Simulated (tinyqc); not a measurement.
CIS and TDHF on RHF in the sto-6g basis, for BeH2, spin multiplicity 1, step by step. One step of it, computed by the program tinyqc.

Problem. CIS singlet states. Diagonalise A (1 hartree = 27.211386 eV); each vector has its largest component positive (the first on a tie). The transition dipole is mu = sqrt2 sum c_ia <i|r|a>.

CIS matrix A, singlet (hartree), lower triangle:
```
           1>4       1>5        1>6        1>7        2>4       2>5        2>6        2>7
1>4   4.273154
1>5   0.000000  4.273305
1>6  -0.020617  0.000000   4.557220
1>7   0.000267  0.000000  -0.000986   4.808021
2>4   0.035142  0.000000   0.006705  -0.000214   0.372097
2>5   0.000000  0.036255   0.000000   0.000000   0.000000  0.373576
2>6   0.006633  0.000000  -0.003156   0.001305  -0.010299  0.000000   0.582437
2>7  -0.000242  0.000000   0.001604   0.023422   0.000265  0.000000  -0.000622   0.855016
3>4   0.002086  0.000000   0.000451   0.001060   0.003869  0.000000   0.000347   0.002961
3>5   0.000000  0.002159   0.000000   0.000000   0.000000  0.003918   0.000000   0.000000
3>6   0.000467  0.000000  -0.000735  -0.009416   0.000260  0.000000   0.001594  -0.014075
3>7   0.002067  0.000000  -0.016795   0.002180  -0.005068  0.000000   0.016365  -0.001470

           3>4       3>5       3>6       3>7
3>4   0.280340
3>5   0.000000  0.280768
3>6  -0.016782  0.000000  0.535450
3>7  -0.000037  0.000000  0.000610  0.855298
```

dipole integrals <i|r|a> (bohr):
```
            x          y          z
1>4  0.000000  -0.000200   0.143390
1>5  0.145613   0.000000   0.000000
1>6  0.000000   0.002986   0.025506
1>7  0.000000   0.133858  -0.000344
2>4  0.000000  -0.006091   0.956105
2>5  0.958542   0.000000   0.000000
2>6  0.000000   0.056798   0.069321
2>7  0.000000  -0.686253   0.008383
3>4  0.000000   0.144653   0.058876
3>5  0.058625   0.000000   0.000000
3>6  0.000000  -1.305884   0.000162
3>7  0.000000  -0.022181  -0.148821
```

Give: singlet excitation energies; lowest vectors; oscillator strengths 2/3 w |mu|^2.

Solution.

singlet excitation energies (eV): 7.594  7.636  10.106  10.161  14.581  15.836  23.247  23.333  116.247  116.292  124.051  130.837

lowest vectors:
```
     state 1  state 2  state 3  state 4  state 5  state 6
1>4    0.000    0.000   -0.009    0.000    0.000   -0.001
1>5    0.000    0.000    0.000   -0.009    0.000    0.000
1>6    0.000    0.000   -0.002    0.000    0.000    0.001
1>7    0.000    0.000    0.000    0.000    0.002    0.000
2>4   -0.042    0.000    0.998    0.000    0.002   -0.048
2>5    0.000   -0.042    0.000    0.999    0.000    0.000
2>6   -0.003    0.000    0.048    0.000   -0.033    0.996
2>7   -0.004    0.000   -0.001    0.000    0.044    0.004
3>4    0.997    0.000    0.042    0.000   -0.065   -0.001
3>5    0.000    0.999    0.000    0.042    0.000    0.000
3>6    0.065    0.000    0.002    0.000    0.996    0.032
3>7    0.000    0.000    0.009    0.000    0.000   -0.061
```

oscillator strengths 2/3 w |mu|^2: 0.002  0.000  0.454  0.458  1.288  0.001
